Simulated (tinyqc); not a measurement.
Inside a calculation. Method: CIS on RHF in the 3-21g basis, for H2, spin multiplicity 1. Computed by tinyqc, a small Python program that keeps every step (integrals from PySCF). Settings: charge = 0, multiplicity = 1, basis = 3-21g, method = RHF, energy threshold = 1e-10, iteration cap = 86, orthogonalisation = canonical, start = atomic densities, DIIS depth = 6. Command: `OMP_NUM_THREADS=1 python tinyqc.py 26319 26320 out.jsonl` (the two numbers bound the seeds that draw the settings). One thread of a shared host (Intel(R) Xeon(R) Processor @ 2.60GHz), about 0.04 s of CPU time with the checks. The early iterations of the SCF are left out here.

## One-electron integrals

Geometry (angstrom):
```
atom         x         y         z
H     0.000000  0.000000  0.000000
H     0.000000  0.000000  0.893000
```

Basis 3-21g: exponents (1/bohr^2) and contraction coefficients of normalised primitives:
```
element  l (shell)  exponent  coefficient
H            s (1)  5.447178     0.156285
H            s (1)  0.824547     0.904691
H            s (2)  0.183192     1.000000
```

Overlap, kinetic and nuclear-attraction integrals over the contracted functions; the nuclear repulsion is the sum of Za Zb / Rab.

nuclear repulsion = 0.59258366 hartree

overlap S, lower triangle:
```
          1H 1s     1H 2s     2H 1s     2H 2s
1H 1s  1.000000
1H 2s  0.645899  1.000000
2H 1s  0.273450  0.419874  1.000000
2H 2s  0.419874  0.770403  0.645899  1.000000
```

kinetic energy T (hartree), lower triangle:
```
          1H 1s     1H 2s     2H 1s     2H 2s
1H 1s  1.549405
1H 2s  0.293152  0.274788
2H 1s  0.051848  0.135698  1.549405
2H 2s  0.135698  0.174884  0.293152  0.274788
```

nuclear attraction V (hartree), lower triangle:
```
           1H 1s      1H 2s      2H 1s      2H 2s
1H 1s  -2.312445
1H 2s  -1.159388  -1.187540
2H 1s  -0.590771  -0.779578  -2.312445
2H 2s  -0.779578  -0.967612  -1.159388  -1.187540
```

core Hamiltonian H = T + V (hartree), lower triangle:
```
           1H 1s      1H 2s      2H 1s      2H 2s
1H 1s  -0.763040
1H 2s  -0.866236  -0.912752
2H 1s  -0.538923  -0.643880  -0.763040
2H 2s  -0.643880  -0.792728  -0.866236  -0.912752
```

## Two-electron integrals

Functions are numbered as in S; the eight-fold symmetry (ij|kl) = (ji|kl) = (kl|ij) leaves the list below.

Two-electron integrals (ij|kl) in chemists' order, unique and non-zero (hartree):
```
(11|11) 1.140145   (21|11) 0.611403   (21|21) 0.345152   (22|11) 0.626370
(22|21) 0.380329   (22|22) 0.482957   (31|11) 0.243241   (31|21) 0.139855
(31|22) 0.158037   (31|31) 0.077571   (32|11) 0.269167   (32|21) 0.164629
(32|22) 0.209506   (32|31) 0.098120   (32|32) 0.145209   (33|11) 0.579508
(33|21) 0.363383   (33|22) 0.482619   (33|31) 0.243241   (33|32) 0.388980
(33|33) 1.140145   (41|11) 0.388980   (41|21) 0.220665   (41|22) 0.245158
(41|31) 0.098120   (41|32) 0.118367   (41|33) 0.269167   (41|41) 0.145209
(42|11) 0.449404   (42|21) 0.275084   (42|22) 0.356510   (42|31) 0.130430
(42|32) 0.185152   (42|33) 0.449404   (42|41) 0.185152   (42|42) 0.286645
(43|11) 0.363383   (43|21) 0.226472   (43|22) 0.301118   (43|31) 0.139855
(43|32) 0.220665   (43|33) 0.611403   (43|41) 0.164629   (43|42) 0.275084
(43|43) 0.345152   (44|11) 0.482619   (44|21) 0.301118   (44|22) 0.410637
(44|31) 0.158037   (44|32) 0.245158   (44|33) 0.626370   (44|41) 0.209506
(44|42) 0.356510   (44|43) 0.380329   (44|44) 0.482957
```

## Orthogonalisation

S = U s U^T; canonical form X = U s^(-1/2), so that X^T S X = 1. Each column of U has its largest component positive (the first on a tie).

eigenvalues of S: 0.142175  0.427571  0.813972  2.616281

X:
```
               1          2          3         4
1H 1s  -0.676494   0.847027   0.730983  0.271771
1H 2s   1.749040  -0.672265   0.282730  0.342420
2H 1s   0.676494   0.847027  -0.730983  0.271771
2H 2s  -1.749040  -0.672265  -0.282730  0.342420
```

## Iteration 5 (converged): orbitals

converged F (hartree), lower triangle:
```
           1H 1s      1H 2s      2H 1s      2H 2s
1H 1s   0.174396
1H 2s  -0.452807  -0.334731
2H 1s  -0.456388  -0.454166   0.174396
2H 2s  -0.454166  -0.389940  -0.452807  -0.334731
```

Diagonalise F' = X^T F X, C = X C', fill 1 alpha and 1 beta electrons from the bottom; D = 2 C_occ C_occ^T. Each column has its largest component positive (the first on a tie).

F' = X^T F X (hartree), lower triangle:
```
           1         2         3          4
1   0.908697
2   0.000000  1.006171
3  -0.566294  0.000000  0.684050
4   0.000000  0.009103  0.000000  -0.549204
```

orbital energies (hartree): MO1 -0.549257, MO2 0.219048, MO3 1.006224, MO4 1.373700

coefficients C:
```
            MO1        MO2        MO3        MO4
1H 1s  0.266809   0.135626   0.848603  -0.986704
1H 2s  0.346349   1.328450  -0.670250   1.172304
2H 1s  0.266809  -0.135626   0.848603   0.986704
2H 2s  0.346349  -1.328450  -0.670250  -1.172304
```

D after iteration 5, lower triangle:
```
          1H 1s     1H 2s     2H 1s     2H 2s
1H 1s  0.142374
1H 2s  0.184818  0.239915
2H 1s  0.142374  0.184818  0.142374
2H 2s  0.184818  0.239915  0.184818  0.239915
```

## Convergence

Stop when the energy changes by less than 1e-10 hartree and every element of the error matrix X^T (F D S - S D F) X is below 3e-06.

Course of the cycle:
```
iteration  E (hartree)     change  largest element of the error matrix
1          -0.77494384          -                             1.57e-01
2          -1.10901703  -3.34e-01                             3.19e-02
3          -1.10939404  -3.77e-04                             4.67e-03
4          -1.10940229  -8.25e-06                             8.97e-07
5          -1.10940229  -2.51e-13                             3.73e-07
```

PySCF RHF in the same basis = -1.10940229 hartree

Converged in 5 iterations.

## Integrals over molecular orbitals

(pq|rs) = sum C_ip C_jq C_kr C_ls (ij|kl), one index at a time.

one-electron integrals over orbitals h = C^T H C (hartree), lower triangle:
```
           1          2         3         4
1  -1.152729
2   0.000000  -0.592126
3  -0.145328   0.000000  0.028192
4   0.000000   0.198363  0.000000  0.262522
```

Two-electron integrals over orbitals (pq|rs), unique and non-zero (hartree):
```
(11|11) 0.603471    (21|21) 0.104743    (22|11) 0.457958    (22|22) 0.417461
(31|11) 0.145328    (31|22) 0.065755    (31|31) 0.102919    (32|21) 0.000671
(32|32) 0.035675    (33|11) 0.540476    (33|22) 0.420074    (33|31) 0.128490
(33|33) 0.507696    (41|21) -0.080550   (41|32) -0.042989   (41|41) 0.116060
(42|11) -0.139456   (42|22) -0.068329   (42|31) -0.081573   (42|33) -0.119228
(42|42) 0.079774    (43|21) -0.115129   (43|32) -0.028020   (43|41) 0.127949
(43|43) 0.170085    (44|11) 0.613619    (44|22) 0.470169    (44|31) 0.184829
(44|33) 0.572240    (44|42) -0.168107   (44|44) 0.687490
```

## CIS matrix, singlets

A(ia,jb) = (e_a - e_i) d_ij d_ab + 2 (ia|jb) - (ij|ab).

CIS matrix A, singlet (hartree), lower triangle:
```
           1>2       1>3       1>4
1>2   0.519833
1>3   0.000000  1.220844
1>4  -0.021644  0.000000  1.541458
```

## CIS singlet states

dipole integrals <i|r|a> (bohr):
```
            x         y          z
1>2  0.000000  0.000000  -1.133301
1>3  0.000000  0.000000   0.000000
1>4  0.000000  0.000000   0.092377
```

Diagonalise A (1 hartree = 27.211386 eV); each vector has its largest component positive (the first on a tie). The transition dipole is mu = sqrt2 sum c_ia <i|r|a>.

singlet excitation energies (eV): 14.132903  33.220853  41.957685

lowest vectors:
```
      state 1   state 2    state 3
1>2  0.999776  0.000000  -0.021171
1>3  0.000000  1.000000   0.000000
1>4  0.021171  0.000000   0.999776
```

oscillator strengths 2/3 w |mu|^2: 0.885961  0.000000  0.027831

## CIS matrix, triplets

A(ia,jb) = (e_a - e_i) d_ij d_ab - (ij|ab).

CIS matrix A, triplet (hartree), lower triangle:
```
          1>2       1>3       1>4
1>2  0.310347
1>3  0.000000  1.015006
1>4  0.139456  0.000000  1.309338
```

## CIS triplet states

Diagonalise A (1 hartree = 27.211386 eV); each vector has its largest component positive (the first on a tie).

triplet excitation energies (eV): 7.925176  27.619713  36.148713

lowest vectors:
```
       state 1   state 2   state 3
1>2   0.990749  0.000000  0.135711
1>3   0.000000  1.000000  0.000000
1>4  -0.135711  0.000000  0.990749
```
